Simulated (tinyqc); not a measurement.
Weak-field and exact binding: hydrogenic impurity: series, fields, screening, photoionisation and donor-acceptor pairs. Computed by tinyqc, a small Python program. Command: `OMP_NUM_THREADS=1 python tinyqc.py 3029931 3029932 out.jsonl hydrogenic walk`. One thread of a shared host (Intel(R) Xeon(R) Processor @ 2.30GHz), about 0.01 s of CPU time with the checks.

One isotropic, parabolic band. Effective units: Ry* and a*, in which H = -nabla^2 - 2/r.

Inputs (values chosen for the exercise, modelled on InP): electron mass m = 0.0764 m_0; dielectric constant eps = 12.5; magnetic field B = 3.6 T.

Parts treated: magnetic field and photoionisation.

Constants: Ry = 13.605693123 eV; a_0 = 0.529177210903 angstrom; h x 1 THz = 4.135667696 meV; mu_B = 5.7883818060e-05 eV/T.

Method:
- Ry* = Ry m/eps^2, a* = a_0 eps/m; level n is bound by Ry*/n^2; <r> = (3/2) a* in 1s; lines 1s -> np at Ry* (1 - 1/n^2); 1 THz = 4.135667696 meV.
- gamma = hbar omega_c/(2 Ry*) = mu_B B/(m Ry*). For m_z = 0, H = -nabla^2 - 2/r + gamma^2 rho^2/4, and the band edge moves to gamma Ry*. Basis: exp(-al rho^2 - be z^2), al_k = 0.02 x 2.4^k + gamma/4 x c with k = 0..11, be_k = 0.02 x 2.4^k and c = 0, 0.5, 1 (36 functions). With A = al_i + al_j, B = be_i + be_j (not the field) and the common factor pi^(3/2) dropped: S = 1/(A sqrt(B)), kinetic S (4 al_i al_j/A + 2 be_i be_j/B), <rho^2> = S/A, <1/r> = (2/sqrt(pi)) atanh(u)/(A u), u = sqrt(1 - B/A), which is (2/sqrt(pi))/A when A = B; overlap eigenvalues below 1e-11 are dropped. Binding = (gamma - E) Ry*; the spin term shifts level and edge alike.
- Perturbation theory: E = -1 + gamma^2/2 - (53/96) gamma^4 Ry*.

gamma = 0.409989

Ry* = 6.65264 meV

Ground level (Ry*):
```
gamma,B (T),basis,second order,fourth order,binding
0.041,0.360,-0.99915,-0.99916,-0.9992,1.0402
0.100,0.878,-0.99505,-0.99500,-0.9951,1.0950
0.200,1.756,-0.98076,-0.98000,-0.9809,1.1808
0.300,2.634,-0.95837,-0.95500,-0.9595,1.2584
0.410,3.600,-0.92596,-0.91595,-0.9316,1.3360
0.500,4.390,-0.89441,-0.87500,-0.9095,1.3944
0.700,6.147,-0.81144,-0.75500,-0.8876,1.5114
0.820,7.200,-0.75482,-0.66380,-0.9134,1.5748
1.000,8.781,-0.66233,-0.50000,-1.0521,1.6623
1.600,14.049,-0.30773,0.28000,-3.3381,1.9077
```

Second order stays within 1 % of the basis value up to gamma = 0.30 of those listed and fourth order up to 0.41; beyond, the truncated (asymptotic) series fails, while the binding keeps growing slowly, to 1.91 Ry* at gamma = 1.6.
